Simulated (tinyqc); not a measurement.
# Four-point probe at the centre of a round wafer

Four collinear probes with spacing s at the centre of a thin disc of diameter d with an insulating edge: Rs = C V/I, C = pi/{ln 2 + ln[((d/s)^2 + 3)/((d/s)^2 - 3)]}; C tends to pi/ln 2 = 4.5324. x = d/s.

Inputs (values chosen for the exercise):

| symbol | value | unit | meaning |
|---|---|---|---|
| ns | 4.3e15 | cm^-2 | sheet density of the layer |
| mu | 41 | cm^2/(V s) | drift mobility |
| I | 100 | uA | current |

Constants: q = 1.602176634e-19 C. Results are converted to the units shown.

Results:
```
x,C,C over its limit,V for Rs = 1/(q ns mu) (mV)
3.5,2.633,0.5810,1.345
4,2.929,0.6462,1.209
5,3.362,0.7419,1.053
7.5,3.927,0.8665,0.9014
10,4.171,0.9203,0.8487
20,4.436,0.9788,0.7980
40,4.508,0.9946,0.7853
100,4.528,0.9991,0.7818
```

Estimate the missing row, x = 15.

Computed row:
```
x,C,C over its limit,V for Rs = 1/(q ns mu) (mV)
15,4.364,0.9630,0.8112
```

With this row back in the table: C rises from 2.633 to 4.528. Using 4.5324 overstates Rs by 72.1 % in the first row and by under 1 % from d/s = 40 on among the rows.

Numbers from tinyqc (`OMP_NUM_THREADS=1 python tinyqc.py 2850195 2850196 out.jsonl`; about 0.01 s on one thread of a shared Intel Xeon 2.30GHz).
